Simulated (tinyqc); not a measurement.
Rate against temperature: collinear exchange A + BC -> AB + C on a London-Eyring-Polanyi-Sato surface: saddle, string of images and rate. Computed by tinyqc, a small Python program. Command: `OMP_NUM_THREADS=1 python tinyqc.py 3113261 3113262 out.jsonl leps walk`. One thread of a shared host (Intel(R) Xeon(R) Processor @ 2.30GHz), about 0.04 s of CPU time with the checks.

x = r(AB), y = r(BC), r(AC) = x + y. V is counted from separated atoms, the barrier from A + BC, that is V + D(BC).

Inputs (values chosen for the exercise, bond data loosely for abstraction of hydrogen from a Ge-H bond by a hydrogen atom; the barrier is not fitted):
```
quantity            value           unit
D(AB)                4.72             eV
r0(AB)              0.742       angstrom
beta(AB)             1.94     1/angstrom
D(BC)                3.64             eV
r0(BC)               1.53       angstrom
beta(BC)             1.45     1/angstrom
D(AC)                3.75             eV
r0(AC)               1.53       angstrom
beta(AC)             1.45     1/angstrom
Sato parameter S    0.089              -
mass of A           1.008              u
mass of B           1.008              u
mass of C            72.6              u
temperature T        1200              K
step of the string   0.02  angstrom^2/eV
```

Constants: nu for 1 eV/(angstrom^2 u) = 15.6333042 THz; h x 1 THz = 4.135667696 meV; k_B = 1.380649e-23 J/K; u = 1.6605390666e-27 kg; k_B = 8.617333262e-05 eV/K.

Method:
- For each pair, with u = exp(-beta (r - r0)): Q = D [(3 + S) u^2 - (2 + 6 S) u]/(4 (1 + S)), J = D [(1 + 3 S) u^2 - (6 + 2 S) u]/(4 (1 + S)); V = Q1 + Q2 + Q3 - sqrt(((J1 - J2)^2 + (J2 - J3)^2 + (J3 - J1)^2)/2).
- String of 9 images between the fixed ends (r0(AB) + 2, r0(BC)) and (r0(AB), r0(BC) + 2), started on the two straight legs through (r0(AB) + 0.3, r0(BC) + 0.3): each iteration moves the inner images by -step x gradient (central differences) and spaces them evenly again along the broken line (coordinates are kept between 0.2 and 8 angstrom); stop when no coordinate changes by more than 1e-5 angstrom, at most 400 iterations.
- From the highest inner image, z -> z - H^-1 g with gradient g and Hessian H by central differences, steps capped at 0.15 angstrom, 12 steps.
- Wilson matrix G = [[1/m_A + 1/m_B, -1/m_B], [-1/m_B, 1/m_B + 1/m_C]]; eigenvalues lambda of G H give nu = 15.6333042 THz x sqrt(|lambda|), the negative one being imaginary. Reactant: nu_BC from k = 2 D beta^2 and 1/m_B + 1/m_C. Skew angle: cos = sqrt(m_A m_C/((m_A + m_B)(m_B + m_C))).
- One-dimensional rate constant without tunnelling, k = sqrt(k_B T/(2 pi mu)) [sinh(h nu_BC/(2 k_B T))/sinh(h nu_s/(2 k_B T))] exp(-barrier/(k_B T)) with mu = m_A (m_B + m_C)/(m_A + m_B + m_C); Wigner factor 1 + (h nu_i/(k_B T))^2/24; adiabatic barrier = barrier + h (nu_s - nu_BC)/2.

nu_BC = 61.3407 THz

real frequency at the saddle = 29.9255 THz

barrier = 0.379969 eV

imaginary frequency = 57.0059 THz

adiabatic barrier = 0.315008 eV

Rates; the last column is k_B T^2 d ln k/dT:
```
T (K)    k (cm/s)  Wigner factor  activation energy (eV)
300    3.2533e-01         4.4652                 0.32896
400    8.0543e+00         2.9492                 0.33559
550    1.1935e+02         2.0310                 0.34731
750    8.7780e+02         1.5544                 0.36360
1000   3.7062e+03         1.3119                 0.38261
1400   1.3720e+04         1.1591                 0.40920
2000   3.9448e+04         1.0780                 0.44344
```

The activation energy goes from 0.329 eV at 300 K, near the adiabatic barrier plus k_B T/2 (0.328), to 0.443 eV at 2000 K; the classical limit is the barrier plus k_B T/2 (0.466).

Extremes, crossings and ranges named in words are read from the listed rows.
